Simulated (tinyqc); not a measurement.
Haynes-Shockley experiment: drift, diffusion and decay of a minority-carrier pulse: one step, computed by the program tinyqc.

A thin sheet of excess carriers is made at x = 0, t = 0 in a long uniform bar; injection is low, so the pulse moves with the minority mobility.

Task: Shape in time. dn(x, t) = N0/sqrt(4 pi D t) exp(-(x - v t)^2/(4 D t) - t/tau). Times are 0.7, 0.8, 0.9, 0.95, 1, 1.05, 1.1, 1.2 and 1.4 t_p.

Inputs (values chosen for the exercise, modelled on electrons in p-type germanium in a lightly doped bar):

| quantity | value | unit |
|---|---|---|
| lifetime tau | 410 | microsecond |
| temperature T | 330 | K |
| distance d to the collector | 0.53 | cm |
| injected sheet density N0 | 2.6e+10 | 1/cm^2 |

time of the peak t_p = 25.35809 microsecond

D = 115.1707 cm^2/s

drift velocity v = 20655 cm/s

peak density = 1.271558e+11 1/cm^3

Give: the table «Signal at d» with the columns t (microsecond), dn (1/cm^3), dn/peak, for t/t_p = 0.70, 0.80, 0.90, 0.95, 1.00, 1.05, 1.10, 1.20, 1.40.

Result:

Signal at d:

| t/t_p | t (microsecond) | dn (1/cm^3) | dn/peak |
|---|---|---|---|
| 0.70 | 17.75 | 5.943e+09 | 0.0467 |
| 0.80 | 20.29 | 3.866e+10 | 0.3040 |
| 0.90 | 22.82 | 9.760e+10 | 0.7676 |
| 0.95 | 24.09 | 1.194e+11 | 0.9393 |
| 1.00 | 25.36 | 1.272e+11 | 1.0000 |
| 1.05 | 26.63 | 1.202e+11 | 0.9449 |
| 1.10 | 27.89 | 1.024e+11 | 0.8055 |
| 1.20 | 30.43 | 5.755e+10 | 0.4526 |
| 1.40 | 35.50 | 8.407e+09 | 0.0661 |

At 0.9 and 1.1 t_p the signal is 0.768 and 0.806 of its peak: the trailing side is the wider one.
